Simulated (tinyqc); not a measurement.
Hot electrons in a saturated n-channel MOSFET, lucky-electron model: effect of the gate voltage.

Beyond pinch-off the lateral field grows as Esat cosh(y/l) over the velocity-saturated region (pseudo-two-dimensional model). Impact ionisation in this region gives the substrate current, which biases the body forward through Rsub. Currents are per width. Local-field laws: they overstate ionisation when the field peak is narrower than an energy relaxation length.

Cox = 3.9 eps0/tox, l = sqrt(3 tox xj), Esat = 2 vs/mu. Overdrive g = Vg - VT + kb Vb; Vdsat = g Esat L/(g + Esat L); Id = Cox vs (g - Vdsat); dV = Vd - Id Rd - Vdsat; Em = sqrt((dV/l)^2 + Esat^2); Isub = Id (Ai/Bi) l Em exp(-Bi/Em). Vb = Rsub Isub is solved self-consistently. Lifetime tau = (Hl/Id)(Isub/Id)^(-m); 1 year = 3.15576e7 s.

Values chosen for this exercise; values close to those of silicon n-channel devices:
```
symbol  value        unit                                   meaning
L         0.8          um                            channel length
tox        20          nm                           oxide thickness
xj        240          nm                            junction depth
VT       0.75           V                                 threshold
mu        290  cm^2/(V s)                        effective mobility
vs      7.3e6        cm/s                       saturation velocity
Ai        2e6        1/cm                      ionisation prefactor
Bi       1.75       MV/cm                          ionisation field
Rd        700      ohm um     resistance of the lightly doped drain
Rsub     6000      ohm um                      substrate resistance
kb        0.2              fall of VT per volt of forward body bias
m         3.3                                     lifetime exponent
Hl       2400     s uA/um                         lifetime constant
Vd        3.7           V                             drain voltage
```

Constants: eps0 = 8.8541878128e-14 F/cm where lengths are in cm. Results are converted to the units shown.

Results:

| Vg (V) | Id (uA/um) | Em (MV/cm) | Isub (uA/um) | Isub/Id | tau (years) |
|---|---|---|---|---|---|
| 0.9 | 0.67892 | 0.30049 | 0.0082711 | 0.012183 | 232.45 |
| 1.25 | 6.9610 | 0.27550 | 0.045842 | 0.0065855 | 172.62 |
| 1.6 | 18.673 | 0.25379 | 0.065803 | 0.0035240 | 506.62 |
| 2.3 | 54.294 | 0.21779 | 0.052518 | 9.6728e-4 | 12417 |
| 2.65 | 76.763 | 0.20263 | 0.037861 | 4.9322e-4 | 81084 |
| 3 | 101.65 | 0.18894 | 0.025004 | 2.4599e-4 | 6.0814e5 |
| 3.35 | 128.56 | 0.17650 | 0.015379 | 1.1962e-4 | 5.1904e6 |
| 3.7 | 157.20 | 0.16513 | 0.0088877 | 5.6538e-5 | 5.0342e7 |

Estimate the missing row, Vg = 1.95 V.

Computed row:

| Vg (V) | Id (uA/um) | Em (MV/cm) | Isub (uA/um) | Isub/Id | tau (years) |
|---|---|---|---|---|---|
| 1.95 | 34.723 | 0.23472 | 0.064625 | 0.0018612 | 2239.7 |

With this row back in the table: As Vg goes from 0.9 to 3.7 V, Em falls from 0.300 to 0.165 MV/cm, Isub goes from 0.00827 through a maximum of 0.0658 (at Vg = 1.6 V among the rows listed) to 0.00889 uA/um and tau goes from 232 through a minimum of 173 (at Vg = 1.25 V among the rows listed) to 5.03e7 years. Id grows with Vg while the rising Vdsat lowers the field, hence the bell shape; the peak row has Vg/Vd = 0.43. For Vg = 1.95 to 3.7 V tau is a far extrapolation that only says that hot carriers are no limit.

Numbers from tinyqc (`OMP_NUM_THREADS=1 python tinyqc.py 2550173 2550174 out.jsonl`; about 0.01 s on one thread of a shared Intel Xeon 2.30GHz).
